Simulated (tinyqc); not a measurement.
Inductance and parasitic capacitance from two readings.

Problem. A loss-free coil L in parallel with C shows the apparent inductance L/(1 - w^2 L C), w = 2 pi f. Find L, C and the self-resonance 1/(2 pi sqrt(L C)).

apparent inductance at 3.9 and 8.5 GHz (nH): 7.0385168  14.282405

Answer. The inverse of the reading is 1/L - w^2 C, a straight line in w^2.

L = 6.20 nH
C = 32.0 fF
self-resonance = 11.3 GHz

Numbers from tinyqc (`OMP_NUM_THREADS=1 python tinyqc.py 2302168 2302169 out.jsonl`; about 0.01 s on one thread of a shared Intel Xeon 2.30GHz).
